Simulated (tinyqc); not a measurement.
Inside a calculation: phonon-assisted absorption at an indirect gap. Values are carried at full precision from step to step, so a last printed digit may differ when a step is redone from the rounded ones.

alpha(E) = sum_j A_j [N_j (E - Eg + w_j)^2 + (N_j + 1)(E - Eg - w_j)^2], each bracket counted only where its base is positive; N_j = 1/(exp(w_j/kB T) - 1). The first term absorbs a phonon and the second emits one; excitons and direct transitions are left out.

Constants: kB = 8.617333262e-05 eV/K.

Values chosen for the exercise (loosely those of Si at room temperature; Eg is not tied to T; not measured data):

| symbol | value | unit | meaning |
|---|---|---|---|
| Eg | 1.135 | eV | indirect gap, held fixed unless listed |
| w | (59.2, 17.4) | meV | two zone-edge phonons |
| A | (3400, 490) | 1/(cm eV^2) | their strengths |
| T | 300 | K |  |
| E | 1.475 | eV | photon energy |
| nr | 3.59 |  | refractive index |
| d | 1.5 | micrometre | thickness |
| xj | 0.68 | micrometre | dead layer at the surface |
| W | 1.1 | micrometre | depleted width |
| L | 18 | micrometre | minority diffusion length below it |

## The four branches at one energy

Evaluate the occupations and each term.

N_j: 0.1127  1.041

terms with phonon absorption (1/cm): 61.05  65.18

terms with phonon emission (1/cm): 298.3  104.1

alpha = 528.6 1/cm
wavelength hc/E (hc = 1239.841984 eV nm) = 840.6 nm

Phonon absorption supplies 23.9 % of alpha; the depth 1/alpha is 18.9 micrometre.

## What a slab does with it

Slab of thickness d in air, incoherent passes: R = ((nr - 1)/(nr + 1))^2, x = exp(-alpha d); transmitted Tr = (1 - R)^2 x/(1 - R^2 x^2), reflected Rt = R + (1 - R)^2 R x^2/(1 - R^2 x^2), absorbed Ab = (1 - R)(1 - x)/(1 - R x).

d in cm is 1e-4 times the value in micrometres.

R = 0.3184
x = 0.9238
Tr = 0.4698
Rt = 0.4566
Ab = 0.0736

A single pass would absorb (1 - R)(1 - x) = 0.0520; the back face adds 0.0217.

## Quantum efficiency of a diode

Photodiode (Gaertner form with a dead layer): QE = (1 - R) exp(-alpha xj) [1 - exp(-alpha W)/(1 + alpha L)], R = ((nr - 1)/(nr + 1))^2; responsivity = QE/E in A/W for E in eV.

Evaluate the factors; 1 micrometre = 1e-4 cm.

passes the dead layer = 0.9647
collected share = 0.5165
QE = 0.3396
responsivity = 0.2303 A/W

Without diffusion from below the collected share would be 0.0565.

## Checks

- Tr + Rt + Ab against 1: both 1.000000.

(tinyqc, `OMP_NUM_THREADS=1 python tinyqc.py 1681408 1681409 out.jsonl`, Intel(R) Xeon(R) Processor @ 2.30GHz, 1 thread, shared host, about 0.01 s.)
